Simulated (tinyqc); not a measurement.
## Intrinsic and extrinsic failures together

All devices wear out with slope 1.5 and scale t63; the share 0.02 also has a flaw with slope 0.38 and scale 0.03 t63: 1 - F = exp(-(t/t63)^1.5) [1 - 0.02 + 0.02 exp(-(t/(0.03 t63))^0.38)]. W = ln(-ln(1 - F)); the local slope is dW/d ln t.

Inputs (values chosen for the exercise):

| symbol | value | unit | meaning |
|---|---|---|---|
| t63 | 2200 | s | characteristic time of a test capacitor |

Intrinsic and extrinsic failures together:

| t (s) | F | W | local slope | F of wear-out alone |
|---|---|---|---|---|
| 0.027 | 0.001006 | -6.902 | 0.3705 | 4.299e-8 |
| 0.085 | 0.001533 | -6.480 | 0.3655 | 2.402e-7 |
| 0.27 | 0.002329 | -6.061 | 0.3581 | 1.360e-6 |
| 0.88 | 0.003532 | -5.644 | 0.3476 | 8.000e-6 |
| 2.8 | 0.005243 | -5.248 | 0.3367 | 4.540e-5 |
| 9.1 | 0.007776 | -4.853 | 0.3396 | 2.660e-4 |
| 29 | 0.01187 | -4.427 | 0.4164 | 0.001512 |
| 95 | 0.02247 | -3.784 | 0.7158 | 0.008933 |
| 300 | 0.06491 | -2.701 | 1.160 | 0.04911 |
| 980 | 0.2711 | -1.151 | 1.414 | 0.2572 |
| 3200 | 0.8304 | 0.5733 | 1.483 | 0.8270 |

The local slope goes from 0.371 through a minimum of 0.337 (at t = 2.8 s among the rows listed) to 1.48. At early times the flawed share sets F, 23400 times the wear-out value in the first row, so a line fitted to the steep upper part says nothing about low percentiles.

Computed by the program tinyqc: `OMP_NUM_THREADS=1 python tinyqc.py 2070012 2070013 out.jsonl`, one thread of a shared Intel Xeon 2.30GHz, about 0.01 s for the whole run.
